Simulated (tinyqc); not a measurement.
Worked calculation: trap in a gate oxide as a short-range spherical well. Values are carried at full precision from step to step, so a last printed digit may differ when a step is redone from the rounded ones.

A spherical well of radius R and depth V0 below the conduction edge, one mass m, c = hbar^2/2m0. The s level at binding Et solves k cot(k R) = -kappa with k = sqrt(m (V0 - Et)/c), kappa = sqrt(m Et/c); it exists for V0 > Vc = c (pi/2R)^2/m. Outside, psi falls as exp(-kappa r)/r.

Constants: hbar^2/2m0 = 3.80998211 eV angstrom^2; fine-structure constant alpha = 0.007297352564; hc = 1239.841984 eV nm; kB = 8.617333262e-05 eV/K.

Parameters, chosen for this exercise (near those of SiO2 on Si; shifted at random, so the results belong to these values and not to a real crystal): R = 3.4 angstrom (radius of the well); V0 = 6.36 eV (depth of the well); m = 0.444 m0 (mass); n_r = 1.43 (refractive index); dEc = 3.1 eV (conduction offset to the channel); Fox = 4.7 MV/cm (oxide field, lowering levels away from the channel); t0 = 15 x 1e-11 s (time constant at the interface); T = 300 K (temperature); EF = -0.1 eV (Fermi level above the channel edge); x = 5 angstrom (depth of the trap).

## The bound level

Solve for Et; the share outside is [sin^2(kR)/(2 kappa)]/[sin^2(kR)/(2 kappa) + R/2 - sin(2kR)/(4k)].

Et = 2.5698 eV
k = 0.6646 1/angstrom
kappa = 0.5472 1/angstrom
share outside = 0.208
Vc = 1.832 eV

The well is 3.47 times the critical depth. Since dEt/dV0 equals the share inside, 0.79, a 1 % change of V0 moves Et by 2.0 %. The decay length is 1.8 angstrom, 0.5 times R.

## Peak of the photo-ionisation cross-section

Lucovsky model (delta well, plane-wave final states, no local-field factor): sigma = (32 pi alpha c/(3 n_r m Et)) (x - 1)^(3/2)/x^3, x = h nu/Et, c = hbar^2/2m0; 1 angstrom^2 = 1e-16 cm^2.

The maximum lies at x = 2. Give the photon energy, its wavelength and sigma there.

h nu = 5.140 eV
wavelength = 241 nm
sigma = 7.14 x 1e-18 cm^2

With 21 % of the state outside the well the delta-well form is only a rough model of this centre.

## Level, tunnelling time and occupation

Energies from the conduction edge of the channel. The trap level at depth x is E_T = dEc - Et - e Fox x (1 MV/cm = 0.01 eV/angstrom). An electron at the channel edge tunnels with the WKB exponent S = (4/3) sqrt(m/c) [dEc^(3/2) - (dEc - e Fox x)^(3/2)]/(e Fox), c = hbar^2/2m0; tau = t0 exp(S); the occupation is f = 1/(1 + exp((E_T - EF)/kB T)), tau_c = tau/f and tau_e = tau/(1 - f). Lattice relaxation is left out; a level below the channel edge needs phonons as well, so tau is then a lower bound, while a level above it can also empty elastically at its own energy, through a thinner barrier, faster than this tau.

Give E_T, S, tau and ln(tau_c/tau_e) = (E_T - EF)/kB T.

E_T = 0.295 eV
S = 5.895
tau = 5.45e-08 s
ln(tau_c/tau_e) = 15.3

The level lies 15 kB T above EF, so the trap is mostly empty. A flat barrier would give S = 2 sqrt(m dEc/c) x = 6.01.

## Checks

- Et from the radial equation on a grid against the matching condition, eV: both 2.57.

(tinyqc, `OMP_NUM_THREADS=1 python tinyqc.py 1252054 1252055 out.jsonl`, Intel(R) Xeon(R) Processor @ 2.30GHz, 1 thread, shared host, about 0.01 s.)
